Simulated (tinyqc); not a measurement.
Size effects in the resistivity of thin metal films and interconnect lines: one step, computed by the program tinyqc.

Electrons lose their drift at surfaces (a share 1 - p of the hits) and at grain boundaries (reflection R), besides bulk scattering.

Question. Surfaces. Fuchs-Sondheimer film: rho_b/rho = 1 - (3/(2 kappa))(1 - p) int_0^1 (s - s^3)(1 - exp(-kappa/s))/(1 - p exp(-kappa/s)) ds, f = rho/rho_b, kappa = thickness/lambda, 80 Gauss-Legendre points.

Inputs (values chosen for the exercise, modelled on cobalt): bulk mean free path lambda = 11.7 nm; specularity p = 0; film thickness h = 10 nm.

Geometry: film.

Give: kappa = h/lambda; rho/rho_b from surfaces.

Answer.

kappa = h/lambda = 0.8547

rho/rho_b from surfaces = 1.543

The thick-film form 1 + 3 (1 - p)/(8 kappa) gives 1.439, a deviation of -6.7 %.
